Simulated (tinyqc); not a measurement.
What moves the results: core-shell quantum dot (spherical envelope functions). A value that a table varies takes the place of the one given here.

Parabolic bands; strain and other valleys are left out. s states, u = r psi, hard wall at R + H, c = hbar^2/2m0, energies from the band edges of the core. Core: u = sin(k1 r)/k1, k1 = sqrt(m1 E/c). At R, psi and psi'/m are continuous, so u is continuous and its slope in the shell is s = u/R + (m2/m1)(u' - u/R). Shell: u(R + x) = u(R) cos(k2 x) + s sin(k2 x)/k2, k2 = sqrt(m2 (E - V)/c); for negative arguments the functions turn into sinh and cosh. A level has u(R + H) = 0.

Overlap = (integral of u_e u_h)^2 with normalised u. Coulomb integrals J_ab = (q/eps) double integral of u_a(r)^2 u_b(s)^2/max(r, s), q = e^2/(4 pi eps0), one eps everywhere. Exciton E = Eg + E_e + E_h - J_eh; first-order biexciton shift J_ee + J_hh - 2 J_eh (positive: repulsive).

Constants: hbar^2/2m0 = 3.80998211 eV angstrom^2; e^2/(4 pi eps0) = 14.39964547 eV angstrom; hc = 1239.841984 eV nm.

Inputs chosen for the exercise (near those of a GaAs/AlGaAs core-shell dot; shifted at random, so the results belong to these values and not to a real crystal): R = 14 angstrom (core radius); Vc = 0.261 eV (conduction edge of the shell above that of the core); Vv = 0.128 eV (hole barrier of the shell); me1 = 0.066 m0 (electron, core); me2 = 0.094 m0 (electron, shell); mh1 = 0.406 m0 (hole, core); mh2 = 0.436 m0 (hole, shell); Eg = 1.439 eV (gap of the core); eps = 12.2 (dielectric constant); Hs = (2, 7, 13, 20, 27, 40, 58) angstrom (shell thicknesses); H = 10 angstrom (shell thickness).

## Growing the shell

All quantities anew for each H.

Results:
```
H (angstrom)  E_e (eV)  E_h (eV)  electron in core  overlap  J_eh (meV)  E (eV)  biexciton shift (meV)
2               1.9926    0.3564             0.978    0.996       128.2   3.660                    0.2
7               1.0530    0.2236             0.771    0.990        99.4   2.616                    0.5
13              0.6913    0.1717             0.544    0.985        81.9   2.220                    0.8
20              0.5221    0.1496             0.375    0.975        68.8   2.042                    1.2
27              0.4396    0.1401             0.269    0.962        59.4   1.959                    1.7
40              0.3658    0.1327             0.158    0.934        47.4   1.890                    2.8
58              0.3220    0.1292             0.086    0.890        36.9   1.853                    4.2
```

The line moves by -1806 meV: the electron gives -1671, the hole -227 and the weaker attraction +91 meV. Over the last step E_e moves by -43.7 meV and E_h by -3.5 meV; the electron level lies above the shell edge Vc, so at this thickness it still spreads with the shell; whether a thicker shell brings it below Vc depends on whether the core binds a level at all. The overlap goes from 0.996 to 0.890, which scales the radiative lifetime by 1.1 if the rate is proportional to it. Up to H = 58 angstrom E_e exceeds 0.15 Eg, where a parabolic band overstates it.

## What each parameter does

All quantities anew. Each row changes one parameter from the base and keeps the others.

Results:
```
case             E (eV)  overlap  electron in core  biexciton shift (meV)
base              2.368    0.988             0.647                    0.6
R = 11 angstrom   2.650    0.992             0.536                    0.5
H = 15 angstrom   2.152    0.982             0.487                    0.9
Vc = 0.361 eV     2.402    0.991             0.659                    0.5
Vv = 0.096 eV     2.360    0.993             0.647                    0.4
me2 = 0.117 m0    2.244    0.982             0.628                    1.0
mh1 = 0.325 m0    2.379    0.997             0.647                    0.2
eps = 14          2.380    0.988             0.647                    0.6
```

The largest shifts from the base row, up to three for each result and ties (the steps differ in size, so this ranks the rows, not the parameters). E (eV): R +0.282, H -0.216, me2 -0.124. overlap: mh1 +0.009, me2 -0.006, H -0.006; unchanged at the printed digits by eps. electron in core: H -0.160, R -0.111, me2 -0.019; unchanged at the printed digits by Vv, mh1 and eps. biexciton shift (meV): mh1 -0.5, me2 +0.4, H +0.2, Vv -0.2; unchanged at the printed digits by eps.

tinyqc: `OMP_NUM_THREADS=1 python tinyqc.py 1282216 1282217 out.jsonl`; about 0.05 s, one thread, shared Intel(R) Xeon(R) Processor @ 2.30GHz.
